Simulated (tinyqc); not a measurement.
Collinear exchange A + BC -> AB + C on a London-Eyring-Polanyi-Sato surface: saddle, string of images and rate: one step, computed by the program tinyqc. Command: `OMP_NUM_THREADS=1 python tinyqc.py 3110241 3110242 out.jsonl leps walk`. One thread of a shared host (Intel(R) Xeon(R) Processor @ 2.30GHz), about 0.05 s of CPU time with the checks.

x = r(AB), y = r(BC), r(AC) = x + y. V is counted from separated atoms, the barrier from A + BC, that is V + D(BC).

Task: One point of the surface. For each pair, with u = exp(-beta (r - r0)): Q = D [(3 + S) u^2 - (2 + 6 S) u]/(4 (1 + S)), J = D [(1 + 3 S) u^2 - (6 + 2 S) u]/(4 (1 + S)); V = Q1 + Q2 + Q3 - sqrt(((J1 - J2)^2 + (J2 - J3)^2 + (J3 - J1)^2)/2). Take x = r0(AB) + 0.3 and y = r0(BC) + 0.1 angstrom.

Inputs (values chosen for the exercise, for a model exchange):
```
quantity          value        unit
D(AB)              4.94          eV
r0(AB)            0.815    angstrom
beta(AB)           1.69  1/angstrom
D(BC)              3.67          eV
r0(BC)             1.47    angstrom
beta(BC)           1.96  1/angstrom
D(AC)              3.37          eV
r0(AC)             1.39    angstrom
beta(AC)           1.83  1/angstrom
Sato parameter S  0.098           -
```

Give: the table «Pair terms» with the columns u, Q (eV), J (eV), for pair = AB, BC, AC; V.

Result:

Pair terms:
```
pair       u   Q (eV)  J (eV)
AB    0.6023  -0.4892  -3.669
BC    0.8220  -0.0284  -3.525
AC    0.0935  -0.1649  -0.436
```

V = -3.847 eV
